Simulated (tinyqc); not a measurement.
Raising U: Hubbard ring of 6 sites, mean field against exact. Computed by the program tinyqc. Collinear unrestricted mean field (the lowest of 40 random starts) against exact diagonalisation.

one-body matrix (hopping and site energies) (eV):
```
         1        2        3        4        5        6
1   0.0000  -1.0400   0.0000   0.0000   0.0000  -1.0400
2  -1.0400   0.0000  -1.0400   0.0000   0.0000   0.0000
3   0.0000  -1.0400   0.0000  -1.0400   0.0000   0.0000
4   0.0000   0.0000  -1.0400   0.0000  -1.0400   0.0000
5   0.0000   0.0000   0.0000  -1.0400   0.0000  -1.0400
6  -1.0400   0.0000   0.0000   0.0000  -1.0400   0.0000
```

electrons, up and down: 3  2

Exact and mean-field results (eV):
```
U            U/t    E exact  E mean field  mean |n_up - n_down|  double occupancy, exact  first gap in the sector
0.5200    0.5000  -6.784334     -6.762437                0.1805                   0.1511                   0.0000
1.0400    1.0000  -6.336848     -6.250121                0.1984                   0.1358                   0.0000
2.0800    2.0000  -5.579718     -5.247700                0.2544                   0.1074                   0.0000
3.1200    3.0000  -4.987113     -4.308947                0.3682                   0.0833                   0.0000
4.1600    4.0000  -4.529148     -3.602360                0.6070                   0.0643                   0.0000
6.2400    6.0000  -3.898782     -2.893793                0.7411                   0.0392                   0.0000
8.3200    8.0000  -3.503830     -2.536514                0.7833                   0.0254                   0.0000
12.4800  12.0000  -3.054370     -2.180046                0.8118                   0.0127                   0.0000
20.8000  20.0000  -2.660899     -1.895843                0.8257                   0.0049                   0.0000
```

What does the comparison show, and why?

In absolute terms mean field is worst at U/t = 6.0, 1.005 eV too high: at small U it is nearly exact, and at large U it still misses the motion of the hole through a fluctuating spin background. Relative to the exact energy its error is 0.3 % at the smallest U, 29 % at most and 29 % at the largest. The double occupancy falls from 0.151 to 0.005.
